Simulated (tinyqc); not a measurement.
Space-charge-limited current with shallow traps: effect of the thickness.

One carrier type, drift only, an injecting contact at x = 0 (zero field) and thickness L. The share th = y/(1 + y), y = (Nc/Nt) exp(-Et/kB T), of the injected charge is free: J = q mu n F, eps0 eps_r dF/dx = q (n - n0)/th.

Ohmic J = q n0 mu V/L; Mott-Gurney J = (9/8) th eps0 eps_r mu V^2/L^3; they cross at Vx = 8 q n0 L^2/(9 th eps0 eps_r); traps fill at V_TFL = q Nt L^2/(2 eps0 eps_r). Exact: with u = n0/n(L), w = -u - ln(1 - u) and v = -u - u^2/2 - ln(1 - u), V = (q n0 L^2/(th eps0 eps_r)) v/w^2 and J = q^2 n0^2 mu L/(th eps0 eps_r w).

Inputs (values chosen for the exercise):

| symbol | value | unit | meaning |
|---|---|---|---|
| T | 250 | K | temperature |
| eps_r | 22.7 |  | relative permittivity |
| mu | 0.00015 | cm^2/(V s) | mobility |
| Nc | 1.3e20 | cm^-3 | band density of states |
| Nt | 1.5e16 | cm^-3 | trap density |
| Et | 0.23 | eV | trap depth |
| n0 | 1.6e13 | cm^-3 | free carrier density in equilibrium |
| V | 15 | V | voltage |

Constants: q = 1.602176634e-19 C, kB = 1.380649e-23 J/K, Vt = kB T/q, eps0 = 8.8541878128e-14 F/cm where lengths are in cm. Results are converted to the units shown.

Result of one run:
```
L (nm)	J (A/cm^2)	ohmic (A/cm^2)	Mott-Gurney (A/cm^2)	d ln J/d ln V
5300	9.372e-5	1.088e-5	8.547e-5	1.911
```

What becomes of these results when the thickness L is changed from 5300 to 2200 nm, all else the same?

Result of the changed run:
```
L (nm)	J (A/cm^2)	ohmic (A/cm^2)	Mott-Gurney (A/cm^2)	d ln J/d ln V
2200	0.001215	2.622e-5	0.001195	1.984
```

The whole series:
```
L (nm)	J (A/cm^2)	ohmic (A/cm^2)	Mott-Gurney (A/cm^2)	d ln J/d ln V
900	0.01750	6.409e-5	0.01745	1.997
1400	0.004668	4.120e-5	0.004637	1.993
2200	0.001215	2.622e-5	0.001195	1.984
3400	3.365e-4	1.696e-5	3.237e-4	1.962
5300	9.372e-5	1.088e-5	8.547e-5	1.911
8200	2.849e-5	7.034e-6	2.308e-5	1.806
13000	9.314e-6	4.437e-6	5.792e-6	1.604
```

J falls from 0.0175 to 9.31e-6 A/cm^2, as L^(-2.99) between the first two rows and L^(-2.43) between the last two (space charge -3, ohmic -1). The thickness law marks a bulk-limited current; an electrode-limited one depends on V/L alone. For L = 900, 1400, 2200 V exceeds half of V_TFL, which goes as L^2, so trap filling, left out here, would raise the current.

Range of the model: Diffusion and a field-dependent mobility are left out. With injecting contacts the diffusion current, about 4 pi^2 Vt th eps0 eps_r mu V/L^3, equals the Mott-Gurney current at V = 35 kB T/q (0.9 V at 300 K), so the drift-only result needs V well above that.

tinyqc, about 0.01 s, one thread, Intel Xeon 2.30GHz (shared host): `OMP_NUM_THREADS=1 python tinyqc.py 2370027 2370028 out.jsonl`
